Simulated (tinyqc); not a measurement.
Gate work function from the charge.

Problem. For an undoped double gate, Q = 8 eps0 eps_r Vt beta tan(beta)/ts with 0 < beta < pi/2, and at the source (Vg - dphi)/(2 Vt) - ln[(2/ts) sqrt(2 eps0 eps_r Vt/(q ni))] = ln(beta) - ln(cos beta) + 2 r beta tan(beta), r = eps_r tox/(eox ts). Find beta and dphi.

Parameters, values chosen for the exercise; material values close to those of gallium arsenide:
```
symbol,value,unit,meaning
T,300,K,temperature
eps_r,13.1,,relative permittivity of the semiconductor
eox,22.3,,relative permittivity of the gate insulator
tox,12,nm,insulator thickness
ts,25,nm,body thickness
Vg,1.21,V,gate voltage
```

Constants: q = 1.602176634e-19 C, kB = 1.380649e-23 J/K, Vt = kB T/q, eps0 = 8.8541878128e-14 F/cm where lengths are in cm. Results are converted to the units shown.

Qs = 628.96346 nC/cm^2
ni = 1.3016482e6 cm^-3

Solution. beta tan(beta) rises from 0 without bound on the interval, so the charge fixes beta; the second relation is then explicit in dphi. At this charge the surface density passes 0.3 Nc, so the classical Boltzmann model is only formal.

beta = 1.365
dphi = 0.2500 V

tinyqc, about 0.03 s, one thread, Intel Xeon 2.30GHz (shared host): `OMP_NUM_THREADS=1 python tinyqc.py 2440138 2440139 out.jsonl`
